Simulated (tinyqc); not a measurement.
Leakage against temperature: trap-assisted generation and recombination current of an abrupt junction. Computed by tinyqc, a small Python program. Command: `OMP_NUM_THREADS=1 python tinyqc.py 3031897 3031898 out.jsonl junctionleak walk`. One thread of a shared host (Intel(R) Xeon(R) Processor @ 2.30GHz), about 0.02 s of CPU time with the checks.

Depletion approximation, flat quasi-Fermi levels across the depleted layer, long neutral regions with minority lifetimes tau_n and tau_p, full ionisation and Boltzmann statistics. Voltages in exponents stand for e V.

Inputs (values chosen for the exercise, with bands and screening modelled on CdTe):

| quantity | value | unit |
|---|---|---|
| gap E_g | 1.54 | eV |
| electron mass m_e | 0.0995 | m_0 |
| valleys M_c | 1 | - |
| hole mass m_h | 0.637 | m_0 |
| dielectric constant eps | 9.82 | - |
| acceptor density N_A | 2e+16 | cm^-3 |
| donor density N_D | 3.3e+18 | cm^-3 |
| capture time tau_n | 4e-08 | s |
| capture time tau_p | 8.3e-06 | s |
| trap level E_t - E_i | 0.03 | eV |
| electron diffusion coefficient D_n | 5.6 | cm^2/s |
| hole diffusion coefficient D_p | 4.9 | cm^2/s |
| reverse bias V_r | 6.6 | V |
| temperature T | 300 | K |
| tunnelling mass m_t | 0.1 | m_0 |

Field enhancement: Hurkx tunnelling factor.

Constants: k_B = 8.617333262e-05 eV/K; m_0 = 9.1093837015e-31 kg; k_B = 1.380649e-23 J/K; h = 6.62607015e-34 J s; e = 1.602176634e-19 C; eps_0 = 8.8541878128e-12 F/m; hbar = 1.054571817e-34 J s.

Method:
- N_c = 2 M_c (2 pi m_e k_B T/h^2)^(3/2) and N_v = 2 (2 pi m_h k_B T/h^2)^(3/2), masses in units of m_0.
- n_i = sqrt(N_c N_v) exp(-E_g/2 k_B T); V_bi = (k_B T/e) ln(N_A N_D/n_i^2); diffusion saturation current J_d0 = e n_i^2 [sqrt(D_n/tau_n)/N_A + sqrt(D_p/tau_p)/N_D].
- W = sqrt(2 eps eps_0 (V_bi - V)(1/N_A + 1/N_D)/e), x_p = W N_D/(N_A + N_D), x_n = W - x_p, peak field F_m = 2 (V_bi - V)/W; reverse bias means V = -V_r.
- Both capture times are divided by 1 + Gamma, Gamma = 2 sqrt(3 pi) (F/F_G) exp((F/F_G)^2), F_G = sqrt(24 m_t (k_B T)^3)/(e hbar) (the low-field Hurkx form), F being the local field, linear in x from 0 at the edges to F_m.
- Potential from the p edge: phi = (V_bi - V) x^2/(x_p W) on the p side and (V_bi - V)[1 - (W - x)^2/(x_n W)] on the n side; p = N_A exp(-phi/k_B T), n = n_i^2 exp(V/k_B T)/p; U = (n p - n_i^2)/[tau_p (n + n_i exp(dE/k_B T)) + tau_n (p + n_i exp(-dE/k_B T))], dE = E_t - E_i, n1 = n_i exp(dE/k_B T), p1 = n_i exp(-dE/k_B T); J_t = e int U dx by the trapezoid rule on 400 intervals on each side.
- The gap, capture times and diffusion coefficients are held fixed. J_g = -J_t at V = -V_r. The last column is -k_B d ln(J_g + J_d0)/d(1/T) from this row and the one above.

peak field F_m = 242249 V/cm

Reverse current:

| T (K) | generation (A/cm^2) | diffusion (A/cm^2) | activation energy (eV) |
|---|---|---|---|
| 240 | 5.8763e-16 | 2.2372e-27 | - |
| 270 | 3.0898e-14 | 1.2483e-23 | 0.73753 |
| 300 | 8.0019e-13 | 1.2827e-20 | 0.75714 |
| 340 | 2.6948e-11 | 2.0646e-17 | 0.77280 |
| 380 | 4.5390e-10 | 7.2883e-15 | 0.78602 |
| 420 | 4.6005e-09 | 8.6736e-13 | 0.79639 |
| 480 | 7.4693e-08 | 2.6429e-10 | 0.80799 |

The activation energy goes from 0.738 to 0.808 eV. Generation alone gives about E_g/2 + dE if tau_p exp(dE/k_B T) exceeds tau_n exp(-dE/k_B T), else E_g/2 - dE, here 0.800 eV, plus 1.5 k_B T, less where tunnelling helps, and diffusion E_g = 1.54 eV plus 3 k_B T; generation rules in every row. Caution: one side is doped near or above its effective density of states, so Boltzmann statistics understate V_bi.

Extremes, crossings and ranges named in words are read from the listed rows.
